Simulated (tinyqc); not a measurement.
From results back to parameters: conductance of a narrow metal strip with scatterers (square lattice, Green functions). Four cases, with inputs chosen for the exercise.

Problem. Boundaries with reflection R, a distance dg apart, add incoherently to the scattering in a one-dimensional channel: rho/rho0 = 1 + (lam/dg) R/(1 - R). The ratio comes from a hidden R.

Find: R; effective mean free path lam rho0/rho.

Method. y = (rho/rho0 - 1) dg/lam = R/(1 - R), so R = y/(1 + y).

Case 1.

Values chosen (out of a larger set: hopping and spacing of the size met in Cu or Al; the lattice is a model; not measured data): lam = 44 nm (bulk mean free path); dg = 40 nm (distance between boundaries).

rho/rho0 = 1.27500

Solution.

R = 0.200
effective mean free path lam rho0/rho = 34.51 nm

Case 2.

Values chosen (out of a larger set: hopping and spacing of the size met in Cu or Al; the lattice is a model; not measured data): lam = 43 nm (bulk mean free path); dg = 21 nm (distance between boundaries).

rho/rho0 = 2.74427

Solution.

R = 0.460
effective mean free path lam rho0/rho = 15.67 nm

Case 3.

Values chosen (out of a larger set: hopping and spacing of the size met in Cu or Al; the lattice is a model; not measured data): lam = 26 nm (bulk mean free path); dg = 29 nm (distance between boundaries).

rho/rho0 = 1.86139

Solution.

R = 0.490
effective mean free path lam rho0/rho = 13.97 nm

Case 4.

Values chosen (out of a larger set: hopping and spacing of the size met in Cu or Al; the lattice is a model; not measured data): lam = 41 nm (bulk mean free path); dg = 22 nm (distance between boundaries).

rho/rho0 = 1.38171

Solution.

R = 0.170
effective mean free path lam rho0/rho = 29.67 nm

Computed by tinyqc, one run a case: `OMP_NUM_THREADS=1 python tinyqc.py N N+1 out.jsonl` with N = 1452493, 1452527, 1452533, 1452539; one thread of a shared Intel(R) Xeon(R) Processor @ 2.30GHz, about 0.01 s a run at most.
